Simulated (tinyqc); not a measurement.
# A double barrier with mass mismatch, transfer matrices: what changes with what

One electron of energy E comes from the left lead (band edge 0); no transverse momentum. Parabolic bands, masses in units of m0, C = hbar^2/(2 m0); psi and psi'/m are continuous at every interface. Barrier d1, well Lw, barrier d2; the right lead equals the left one.

Inputs (values chosen for the exercise); masses and offsets close to those of GaN wells and AlGaN barriers:
```
symbol  value  unit                       meaning
mL        0.2    m0         mass in the left lead
U1        0.6    eV                barrier height
m1       0.28    m0                  barrier mass
d1        0.8    nm    width of the first barrier
Lw        3.4    nm  well width (edge 0, mass mL)
d2        0.8    nm   width of the second barrier
E       0.225    eV               electron energy
```

Constants: q = 1.602176634e-19 C, hbar = 1.054571817e-34 J s, m0 = 9.1093837015e-31 kg, hbar^2/(2 m0) = 0.0380998212 eV nm^2. Results are converted to the units shown.

Each table varies one quantity; the others keep the values above.

## Resonance against the well width

For the pair (psi, psi'/m) a flat layer has M = [[cos kd, (m/k) sin kd], [-(k/m) sin kd, cos kd]] with k = sqrt(m (E - U)/C) above its edge U, and M = [[cosh Kd, (m/K) sinh Kd], [(K/m) sinh Kd, cosh Kd]] with K = sqrt(m (U - E)/C) below it. The matrices are multiplied with later layers to the left. With M acting on (psi, psi'/m) and v = k/m in each lead, T(E) = 4 vL vR/[(vL vR M12 - M21)^2 + (vR M11 + vL M22)^2]. The lowest resonance is the first maximum of T(E); its width is the full width at half maximum, and tau = hbar/width. The last column is the lowest level of an infinitely deep well, C (pi/Lw)^2/mL.

Result of one run:
```
Lw (nm)	E_r (eV)	peak T(E)	width (meV)	tau (fs)	infinite well (eV)
4.1	0.06189	1.000	3.288	200.2	0.1118
```

What becomes of these results when the well width (edge 0, mass mL) Lw is changed from 4.1 to 5.4 nm, all else the same?

Result of the changed run:
```
Lw (nm)	E_r (eV)	peak T(E)	width (meV)	tau (fs)	infinite well (eV)
5.4	0.04045	1.000	1.418	464.2	0.06448
```

The whole series:
```
Lw (nm)	E_r (eV)	peak T(E)	width (meV)	tau (fs)	infinite well (eV)
2	0.1638	1.000	22.42	29.35	0.4700
2.7	0.1119	1.000	10.57	62.26	0.2579
3.4	0.08137	1.000	5.644	116.6	0.1626
4.1	0.06189	1.000	3.288	200.2	0.1118
4.8	0.04867	1.000	2.045	321.9	0.08160
5.4	0.04045	1.000	1.418	464.2	0.06448
6.1	0.03325	1.000	0.9614	684.7	0.05053
6.8	0.02782	1.000	0.6747	975.5	0.04066
```

E_r falls from 0.164 to 0.0278 eV, as Lw^(-1.45) over the table, slower than the Lw^(-2) of an infinite well because the wave reaches into the barriers; E_r is 0.35 of the infinite-well level in the first row and 0.68 in the last. The width falls from 22.4 to 0.675 meV.

## Effect of the barrier mass and of the matching rule

The second column matches psi and psi' without the mass (every m outside k and K set to 1), which is not the envelope-function rule when the masses differ.

Effect of the barrier mass and of the matching rule:
```
m1 (m0)	T(E), psi'/m matched	T(E), psi' matched	ratio
0.12	0.08538	0.1538	1.801
0.15	0.06660	0.09530	1.431
0.2	0.04459	0.04459	1.000
0.25	0.03037	0.02214	0.7289
0.31	0.01959	0.01029	0.5251
0.4	0.01058	0.003691	0.3488
0.5	0.005626	0.001352	0.2402
0.63	0.002653	4.271e-4	0.1610
```

With psi'/m matched, T(E) falls from 0.0854 to 0.00265. The other rule gives 1.80 times that in the first row and 0.161 times in the last; the two rules coincide at m1 = mL = 0.2.

## Resonance against the width of both barriers

Same model as above.

Both barriers are given the width d1.

The same in every row: peak T(E) = 1.000.

Resonance against the width of both barriers:
```
d1 (nm)	E_r (eV)	width (meV)	tau (fs)
0.48	0.07602	20.51	32.09
0.64	0.07947	10.62	62.00
0.8	0.08137	5.644	116.6
0.96	0.08241	3.023	217.7
1.12	0.08297	1.622	405.8
1.28	0.08328	0.8705	756.1
1.44	0.08344	0.4671	1409
```

The width falls from 20.5 to 0.467 meV and tau rises from 32.1 to 1410 fs, while the peak T(E) stays at 1 for this symmetric structure. Between the last two rows ln(width) falls by 3.89 a nanometre, against 2K = 3.90 1/nm at E_r.

Range of the model: Masses are held fixed, although real bands cease to be parabolic a few tenths of an eV from their edges (inside a barrier too).

tinyqc, about 0.06 s, one thread, Intel Xeon 2.30GHz (shared host): `OMP_NUM_THREADS=1 python tinyqc.py 2560026 2560027 out.jsonl`
